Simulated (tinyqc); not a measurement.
Worked calculation: Hubbard chain of 2 sites. Computed by tinyqc, a small Python program that keeps every step. Settings: hopping = 0.54, U = 4.1, mixing = 0.2, iteration cap = 85. Command: `OMP_NUM_THREADS=1 python tinyqc.py 22042 22043 out.jsonl` (the two numbers bound the seeds that draw the settings). One thread of a shared host (Intel(R) Xeon(R) Processor @ 2.60GHz), about 0.2 s of CPU time with the checks. Later iterations appear only in the table of the cycle.

## Mean-field iteration 1

one-body matrix (hopping and site energies) (eV), order 1, 2:
$$\begin{pmatrix}
0.000000 & -0.540000 \\
-0.540000 & 0.000000
\end{pmatrix}$$

U = 4.100000 eV

electrons, up and down: [1, 1]

mixing = 0.200000

n(up) at the start (a guess, not normalised): 1 0.550000, 2 0.450000

n(down) at the start (a guess): 1 0.450000, 2 0.550000

H(up) = T + U n(down), H(down) = T + U n(up); fill the lowest levels; n(new) = n + mixing (n(out) - n); E = tr T (rho up + rho down) + U sum n_up n_down of the output.

levels, up (eV): [1.472397, 2.627603]

levels, down (eV): [1.472397, 2.627603]

energy = 0.782082 eV

n(up) after iteration 1: 1 0.575492, 2 0.424508

n(down) after iteration 1: 1 0.424508, 2 0.575492

## Mean-field iteration 2

As before.

levels, up (eV): [1.427586, 2.672414]

levels, down (eV): [1.427586, 2.672414]

energy = 0.606061 eV

n(up) after iteration 2: 1 0.610121, 2 0.389879

n(down) after iteration 2: 1 0.389879, 2 0.610121

## Mean-field iteration 3

As before.

levels, up (eV): [1.346118, 2.753882]

levels, down (eV): [1.346118, 2.753882]

energy = 0.377991 eV

n(up) after iteration 3: 1 0.652241, 2 0.347759

n(down) after iteration 3: 1 0.347759, 2 0.652241

## Convergence

Each step fills the lowest levels of T + U n(other spin) and sets n(new) = n + mixing (n(out) - n); stop when output and input agree to 1e-8.

Course of the cycle:
```
iteration       E (eV)  largest |n(out) - n(in)|  mean |n_up - n_down|
1           0.78208181                  1.27e-01              0.354915
2           0.60606125                  1.73e-01              0.497282
3           0.37799147                  2.11e-01              0.641439
4           0.17092058                  2.26e-01              0.756266
5           0.03202185                  2.19e-01              0.831867
6          -0.04663502                  1.98e-01              0.877611
7          -0.08883364                  1.72e-01              0.905275
8          -0.11158904                  1.46e-01              0.922624
9          -0.12418137                  1.23e-01              0.933997
10         -0.13135834                  1.02e-01              0.941760
11         -0.13556112                  8.44e-02              0.947245
...                ...                       ...                   ...
75         -0.14224390                  1.68e-07              0.964683
76         -0.14224390                  1.37e-07              0.964683
77         -0.14224390                  1.11e-07              0.964683
78         -0.14224390                  9.07e-08              0.964683
79         -0.14224390                  7.38e-08              0.964683
80         -0.14224390                  6.01e-08              0.964683
81         -0.14224390                  4.89e-08              0.964683
82         -0.14224390                  3.98e-08              0.964683
83         -0.14224390                  3.24e-08              0.964683
84         -0.14224390                  2.64e-08              0.964683
85         -0.14224390                  2.15e-08              0.964683
```

Not converged within 85 iterations: the residual falls steadily but slowly, by a factor of about 0.81 a step. The lowest mean-field energy found from random starts is -0.14224 eV. Reruns (cap 100 unless said): mixing 0.5: converged in 31 (E = -0.14224); mixing 0.9: converged in 13 (E = -0.14224); the original settings with a cap of 400: converged in 89 (E = -0.14224).

## The many-body Hamiltonian

Basis: all placements (u, d, 2, 0 on each site), up operators ordered before down ones; hops carry the sign of the same-spin electrons passed.

H (eV), order 20, ud, du, 02:
$$\begin{pmatrix}
4.100000 & -0.540000 & -0.540000 & 0.000000 \\
-0.540000 & 0.000000 & 0.000000 & -0.540000 \\
-0.540000 & 0.000000 & 0.000000 & -0.540000 \\
0.000000 & -0.540000 & -0.540000 & 4.100000
\end{pmatrix}$$

## Exact diagonalisation (4 states)

Lowest levels of the sector, and the double occupancy of the lowest state.

lowest levels (eV): [-0.267089, 0.000000, 4.100000, 4.367089]

double occupancy per site = 0.028817
